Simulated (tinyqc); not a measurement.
# Which input was changed?

Model: atomic layer deposition: Langmuir saturation, growth per cycle and coating of deep features. Computed by tinyqc, a small Python program. Command: `OMP_NUM_THREADS=1 python tinyqc.py 3001341 3001342 out.jsonl ald which`. One thread of a shared host (Intel(R) Xeon(R) Processor @ 2.30GHz), about 0.06 s of CPU time with the checks.

Precursor A sticks only on free sites, so a long enough pulse saturates; co-reactant B then frees the sites again.

Inputs (values chosen for the exercise, modelled on aluminium oxide from trimethylaluminium and water):
```
quantity                                  value    unit
precursor mass M                             72       u
site density q                              4.1  1/nm^2
sticking probability beta on free sites    0.02       -
precursor pressure p                        1.8      Pa
temperature T                               150       C
pulse time t                             0.0032       s
desorption energy E_d                      1.48      eV
aspect ratio a                              100       -
```

Feature: round hole.

Constants: u = 1.6605390666e-27 kg; k_B = 1.380649e-23 J/K; k_B = 8.617333262e-05 eV/K.

Method:
- Wall flux F = p/sqrt(2 pi M k_B T); rate of filling k_a = beta F/q; desorption k_d = 1e13 exp(-E_d/(k_B T)) per second. 1/m^2 = 1e-18/nm^2.
- Temperatures in kelvin are T(C) + 273.15.
- Diffusion-limited filling (Gordon) of a round hole of diameter w: a saturation front at depth z needs dz/dt = D_K n/(z (4q/w)), with Knudsen D_K = w c/3 and F = n c/4; including the entrance and floor terms, t = (q/F)(1 + 19a/4 + 3a^2/2). Reaction-limited filling needs ln(100)/k_a at any depth, k_a = beta F/q. Flow is molecular. The front picture holds when the modulus a sqrt(beta) is well above 1.
- Depth reached by the given pulse: solve the same formula for a. Exposure = p x diffusion-limited time; 1 langmuir = 1.33322e-4 Pa s.

Task: One of these inputs alone was changed, within the range given: site density q (2.05 to 8.2); sticking probability beta on free sites (0.01 to 0.04); precursor pressure p (0.9 to 3.6); aspect ratio a (50 to 200). Which one, and to what value?

Results; columns: (1) run; (2) diffusion-limited time (s); (3) aspect ratio reached by the front in time t; (4) time to 99 % without desorption, ln(100)/k_a (s):
```
(1)          (2)       (3)         (4)
before  2.335284  2.413909  0.03474534
after   3.978364  2.413909  0.03474534
```

Result:

Each candidate set to reproduce diffusion-limited time, and what it then gives; columns: (1) candidate; (2) range searched; (3) value needed; (4) aspect ratio reached by the front in time t; (5) time to 99 % without desorption, ln(100)/k_a (s):
```
(1)                                               (2)        (3)     (4)       (5)
site density q (1/nm^2)                   2.05 to 8.2      6.985  1.6009  0.059192
sticking probability beta on free sites  0.01 to 0.04  no effect       -         -
precursor pressure p (Pa)                  0.9 to 3.6      1.057  1.6009  0.059192
aspect ratio a                              50 to 200      131.0  2.4139  0.034745
```

Only aspect ratio a fits every result: it went from 100 to 131. The next best candidate, site density q, misses one result by 70 %.

Caution: the pulse is shorter than ln(100)/k_a, so even the open surface is not saturated and the depth reached has no meaning. Caution: the depth reached is formal here: it is under 2/sqrt(beta), so no sharp front has formed.
